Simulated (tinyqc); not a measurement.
# Ground and coupling capacitance from two measurements

Inverse problem. A line has Cg to the planes and Cc to each of two neighbours. Find Cg, Cc, the load when both neighbours switch in antiphase, and the pulse on the line when it floats and both neighbours swing by Vx.

Inputs (values chosen for the exercise):

| symbol | value | unit | meaning |
|---|---|---|---|
| Vx | 0.7 | V | swing |

capacitance with neighbours driven alike and with neighbours grounded (aF/um): [59, 111]

Solution. Driven alike, Cc carries no charge, which leaves Cg; grounded neighbours give Cg + 2 Cc, antiphase Cg + 4 Cc; a floating line divides the swing as 2 Cc/(Cg + 2 Cc).

Cg = 59.0 aF/um
Cc = 26.0 aF/um
load in antiphase = 163 aF/um
pulse = 0.328 V

Numbers from tinyqc (`OMP_NUM_THREADS=1 python tinyqc.py 2790187 2790188 out.jsonl`; about 1 s on one thread of a shared Intel Xeon 2.30GHz).
